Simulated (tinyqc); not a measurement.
Resistance of a source-drain extension with a graded tip: abruptness at a fixed junction position.

y runs along the channel, the gate covers y > 0. The doping is N0 for y < y0 and N0 10^(-(y - y0)/la) beyond, uniform over the depth xj. Sheet conductance s(y) = q mu(N) max(N - Nch, 0) xj + (for y > 0) ma Cox Vo, with mu(N) = u0 + (u1 - u0)/(1 + (N/Nr)^au) and Cox = eps0 eox/tox. Current is taken as one-dimensional; depletion of the tip, spreading and the contact are left out. The metallurgical junction lies at yj, where N = Nch.

R_spacer = integral of dy/s from -Ls to 0, R_ov from 0 to yj, R_channel = (Lg - 2 yj)/(ma Cox Vo), R_total = 2 R_spacer + 2 R_ov + R_channel. Electrical length L_eff = ma Cox dR_total/d(1/Vo); R_series = R_total - L_eff/(ma Cox Vo). y0 is moved with la so that yj stays at 8.2737 nm.

Values chosen for this exercise; mobility law close to that of electrons in silicon:
```
symbol   value        unit                                                                 meaning
eox        3.9              relative permittivity of the gate insulator (close to silicon dioxide)
tox        2.1          nm                                                     insulator thickness
N0      8.3e19       cm^-3                        active doping of the extension far from the gate
xj          12          nm                                                  depth of the extension
Nch     2.3e18       cm^-3                                                          channel doping
Ls           7          nm                                                           spacer length
Vo        0.52           V                                                          gate overdrive
ma         240  cm^2/(V s)                                      mobility of the gate-induced layer
u1        1414  cm^2/(V s)                                                  mobility at low doping
u0        68.5  cm^2/(V s)                                                 mobility at high doping
Nr      9.2e16       cm^-3                                                        reference doping
au       0.711                                                                            exponent
Lg          45          nm                                                             gate length
```

Constants: q = 1.602176634e-19 C, eps0 = 8.8541878128e-14 F/cm where lengths are in cm. Results are converted to the units shown.

The same in every row: yj (nm) = 8.274; R_channel (ohm um) = 138.6.

Abruptness at a fixed junction position:
```
la (nm/decade),R_spacer (ohm um),R_ov (ohm um),R_total (ohm um),L_eff (nm),R_series (ohm um)
1,5.706,8.473,167.0,29.69,22.32
2.1,5.706,11.44,172.9,30.68,23.43
3.3,5.706,14.67,179.4,31.76,24.63
4.4,5.706,17.64,185.3,32.75,25.74
5.5,5.720,20.59,191.3,33.74,26.86
6.6,6.372,23.12,197.6,34.67,28.70
7.8,8.157,25.25,205.5,35.55,32.22
8.9,10.70,26.79,213.6,36.26,36.93
```

What does the comparison show, and why?

As la goes from 1 to 8.9 nm/decade, R_total rises from 167 to 214 ohm um, R_spacer rises from 5.71 to 10.7 ohm um and R_ov rises from 8.47 to 26.8 ohm um. R_total changes on average by 5.90 ohm um for each nm/decade. L_eff exceeds the metallurgical length by 1.24 nm in the first row and 7.81 nm in the last, since the gate also controls the lightly doped tips.

tinyqc, about 0.05 s, one thread, Intel Xeon 2.30GHz (shared host): `OMP_NUM_THREADS=1 python tinyqc.py 2282013 2282014 out.jsonl`
